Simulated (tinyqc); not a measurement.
Thermal displacements in the Debye model: Debye-Waller factors, bond-length spread and the Lindemann rule: one step, computed by the program tinyqc. Command: `OMP_NUM_THREADS=1 python tinyqc.py 3022769 3022770 out.jsonl debyewaller walk`. One thread of a shared host (Intel(R) Xeon(R) Processor @ 2.30GHz), about 0.01 s of CPU time with the checks.

A Debye spectrum with three branches of one velocity, cut at k_B Theta; 2 atoms per cube, nearest neighbours at d = 0.866025 a.

Problem. Spread of the bond length. Correlated Debye model: sigma^2 = (3 hbar^2/(M k_B Theta)) int_0^1 s coth(s Theta/(2T)) [1 - sin(s q_D R)/(s q_D R)] ds for two atoms at distance R, q_D = (6 pi^2 n)^(1/3), n atoms per volume; uncorrelated motion would give 2 <u_x^2>. An EXAFS amplitude is damped by exp(-2 k^2 sigma^2).

Inputs (values chosen for the exercise, modelled on molybdenum):
```
quantity                     value        unit
atomic mass M                95.95           u
Debye temperature Theta        406           K
lattice constant a           3.147    angstrom
temperature T                  295           K
photoelectron wave number k     12  1/angstrom
```

Structure: bcc.

<u_x^2> = 0.002854545 angstrom^2

Constants: hbar^2/u = 4.18015928e-03 eV angstrom^2; k_B = 8.617333262e-05 eV/K.

Give: sigma^2 of the nearest bond; correlation 1 - sigma^2/(2 <u_x^2>); EXAFS damping.

Solution.

sigma^2 of the nearest bond = 0.003518 angstrom^2

correlation 1 - sigma^2/(2 <u_x^2>) = 0.3837

EXAFS damping = 0.3630

Neighbours move partly together, which removes 38 % of the uncorrelated spread.
